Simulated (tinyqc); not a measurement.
Inside a calculation. Model: nucleation and growth of vacancy voids in a cooling silicon-like crystal. Computed by tinyqc, a small Python program that keeps every step. Command: `OMP_NUM_THREADS=1 python tinyqc.py 3021203 3021204 out.jsonl voids walk`. One thread of a shared host (Intel(R) Xeon(R) Processor @ 2.30GHz), about 0.7 s of CPU time with the checks. Intermediate numbers are printed to about 7 digits and carried at full precision; extremes and crossings named in words are read from the listed rows.

Spherical voids; vacancies are lost only to voids.

Inputs (values chosen for the exercise, close to those used for silicon):

| quantity | value | unit |
|---|---|---|
| vacancy density at the melting point C_m | 6.5e+14 | 1/cm^3 |
| formation energy E_f | 4.1 | eV |
| melting point T_m | 1685 | K |
| diffusion prefactor D0 | 0.0016 | cm^2/s |
| migration energy E_m | 0.4 | eV |
| site density rho | 5e+22 | 1/cm^3 |
| void surface energy gamma | 0.983 | J/m^2 |
| cooling rate q | 9 | K/min |
| ratio (V/G)/xi_c | 2.24 | - |
| limit of the excess at high V/G | 1.4e+14 | 1/cm^3 |
| temperature of the worked step T | 1330 | K |
| temperature step | 0.125 | K |

Vacancy supply: from V/G.

Constants: k_B = 8.617333262e-05 eV/K; k_B = 1.380649e-23 J/K; e = 1.602176634e-19 C.

## Vacancy excess

C = C_x (u - 1)/(u + 0.2) with u = (V/G)/xi_c, a form chosen for the exercise.

initial excess C = 7.114754e+13 1/cm^3

## Nucleation rate at T with the initial excess

C_e = C_m exp[-(E_f/k_B)(1/T - 1/T_m)]; D = D0 exp(-E_m/(k_B T)); f = k_B T ln(C/C_e); r* = 2 gamma/(rho f); W* = 16 pi gamma^3/(3 rho^2 f^2); Z = f/sqrt(12 pi W* k_B T); I = rho Z (4 pi r* D C) exp(-W*/(k_B T)).

C_e = 3.465108e+11 1/cm^3

D = 4.879746e-05 cm^2/s

driving force f = 0.6102549 eV

critical radius r* = 0.4021535 nm

W*/(k_B T) = 36.26527

rate I = 2.247496e+09 1/(cm^3 s)

Cooling by 10 K multiplies I by 15: nucleation switches on within a narrow range of temperature.

## Cooling through the nucleation range

March down from 1500 K in steps dT, dt = dT/q, with values at the upper end of each step: a class of I dt voids is born with r*; then all classes grow by r^2 += 2 D (C - C_e) dt/rho; C falls by the vacancies added to voids. Stop at 1150 K. T_n is the T of the largest I, N the final count (classes under 1e-6 /cm^3 are dropped), and the mean radius the number average.

Rows around the peak of I:

| T (K) | C (1/cm^3) | C_e (1/cm^3) | I (1/(cm^3 s)) | voids (1/cm^3) | mean radius (nm) |
|---|---|---|---|---|---|
| 1385.875 | 7.114754e+13 | 1.465871e+12 | 7.069665e-02 | 6.862230e-01 | 11.48498 |
| 1375.875 | 7.114733e+13 | 1.142168e+12 | 2.652524e+01 | 3.037731e+02 | 12.24222 |
| 1365.875 | 7.110178e+13 | 8.867013e+11 | 4.128922e+03 | 5.567518e+04 | 13.01953 |
| 1360.875 | 7.064707e+13 | 7.801805e+11 | 3.433197e+04 | 5.364966e+05 | 13.62206 |
| 1357.875 | 6.933021e+13 | 7.221863e+11 | 8.292480e+04 | 1.665546e+06 | 14.50515 |
| 1355.875 | 6.729088e+13 | 6.858086e+11 | 1.018914e+05 | 2.927535e+06 | 15.70460 |
| 1353.875 | 6.390194e+13 | 6.511638e+11 | 7.864794e+04 | 4.186354e+06 | 17.67141 |
| 1351.875 | 5.924561e+13 | 6.181743e+11 | 3.617021e+04 | 4.964622e+06 | 20.36717 |
| 1349.875 | 5.380487e+13 | 5.867657e+11 | 1.036734e+04 | 5.260764e+06 | 23.34944 |
| 1346.875 | 4.527949e+13 | 5.424621e+11 | 7.645049e+02 | 5.343167e+06 | 27.32139 |
| 1343.875 | 3.724061e+13 | 5.013277e+11 | 2.645929e+01 | 5.348102e+06 | 30.30059 |

temperature of peak nucleation T_n = 1355.875 K

void density N = 5348249 1/cm^3

mean radius = 39.50092 nm

vacancies left at 1150 K = 3.277792e+09 1/cm^3

I rises as supersaturation builds and collapses once the first voids have drawn C down by 5 % at the peak. Nearly all the excess then goes into these voids: [3 C/(4 pi rho N)]^(1/3) = 39.9 nm.

## Cooling rate

The formulas are those given above.

At fixed C:

| q (K/min) | T_n (K) | N (1/cm^3) | mean radius (nm) |
|---|---|---|---|
| 0.9 | 1368.375 | 1.771709e+05 | 123.2395 |
| 2.2 | 1363.750 | 6.650992e+05 | 79.2405 |
| 4.5 | 1359.875 | 1.917777e+06 | 55.6379 |
| 9.0 | 1355.875 | 5.348249e+06 | 39.5009 |
| 18.0 | 1351.750 | 1.491212e+07 | 28.0441 |
| 36.0 | 1347.250 | 4.156432e+07 | 19.9108 |
| 90.0 | 1340.875 | 1.609869e+08 | 12.6630 |

Over the rows N goes as q^1.48 and the radius as q^-0.49, near the 3/2 and -1/2 of the scaling argument (depletion time 1/(4 pi N r D) equal to the time in the nucleation range, at fixed N r^3). T_n drops only 28 K for a factor 100 in q. Fast cooling gives many small voids, which an anneal can dissolve.

## Vacancy excess varied

The formulas are those given above.

At fixed q:

| C (1/cm^3) | T_n (K) | N (1/cm^3) | mean radius (nm) |
|---|---|---|---|
| 2.80e+13 | 1308.125 | 1.061798e+07 | 22.99864 |
| 4.30e+13 | 1329.875 | 7.744683e+06 | 29.49750 |
| 7.10e+13 | 1355.750 | 5.356416e+06 | 39.45341 |
| 1.10e+14 | 1379.125 | 3.882928e+06 | 50.85101 |
| 1.80e+14 | 1406.125 | 2.704604e+06 | 67.64308 |

More vacancies nucleate earlier (T_n rises by 98 K) and give fewer, larger voids: N goes as C^-0.73 and the radius as C^0.58, steeper than the -1/2 and +1/2 of the scaling argument at fixed D, because D rises with T_n.

Checks made by the program: Z against the curvature of W(n) (relative difference below 1e-10); N against a run with half the step (relative difference 1e-03).
